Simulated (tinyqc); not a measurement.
What moves the zone average: special k points of the bcc lattice.

Lattice vectors in units of a: a1 = (-1/2, 1/2, 1/2), a2 = (1/2, -1/2, 1/2), a3 = (1/2, 1/2, -1/2); reciprocal vectors b_i with a_i . b_j = 2 pi delta_ij. Mesh: k = sum_i f_i b_i with f_i = (2 j_i + shift)/(2 N), j_i = 0 .. N-1. The point group of the lattice has 48 operations; only those that map the mesh onto itself are used.

A_m(k) = sum over the m-th star of lattice vectors R of cos(k . R), stars in order of length: m = 1: |R|^2 = 0.75, 8 vectors, such as (1, 1, 1) in the basis a_i; m = 2: |R|^2 = 1, 6 vectors, such as (1, 1, 0) in the basis a_i; m = 3: |R|^2 = 2, 12 vectors, such as (2, 1, 1) in the basis a_i; m = 4: |R|^2 = 2.75, 24 vectors, such as (2, 2, 1) in the basis a_i; m = 5: |R|^2 = 3, 8 vectors, such as (2, 2, 2) in the basis a_i; m = 6: |R|^2 = 4, 6 vectors, such as (2, 2, 0) in the basis a_i. The zone mean of every A_m is zero.

Test function, the lower band of a two-band insulator: E(k) = -sqrt(D^2 + (e0 - t A_1(k))^2).

Inputs chosen for the exercise: D = 2.11 eV (half gap term); t = 0.67 eV (coupling); e0 = 2.19 eV (offset); N = 6 (points along each reciprocal vector); shift = 1 (half steps).

Mean of E over the mesh, and its error against the unshifted mesh with N = 24.

Results for these values:

| case | mean (eV) | error (meV) | irreducible points |
|---|---|---|---|
| base | -3.3885 | 0.06 | 14 |

What happens to each result for N = 7, all else kept?

Answer: mean falls from -3.3885 to -3.3887; error falls from 0.06 to -0.10; irreducible points rises from 14 to 20.

The same for each parameter in turn:

| case | mean (eV) | error (meV) | irreducible points |
|---|---|---|---|
| base | -3.3885 | 0.06 | 14 |
| N = 7 | -3.3887 | -0.10 | 20 |
| shift = 0 | -3.3885 | 0.08 | 16 |
| D = 1.477 eV | -2.9875 | 0.45 | 14 |
| t = 0.871 eV | -3.6258 | -1.05 | 14 |

Run: tinyqc, `OMP_NUM_THREADS=1 python tinyqc.py 1652482 1652483 out.jsonl`; Intel(R) Xeon(R) Processor @ 2.30GHz, one thread, shared host; about 0.2 s of CPU time with all checks.
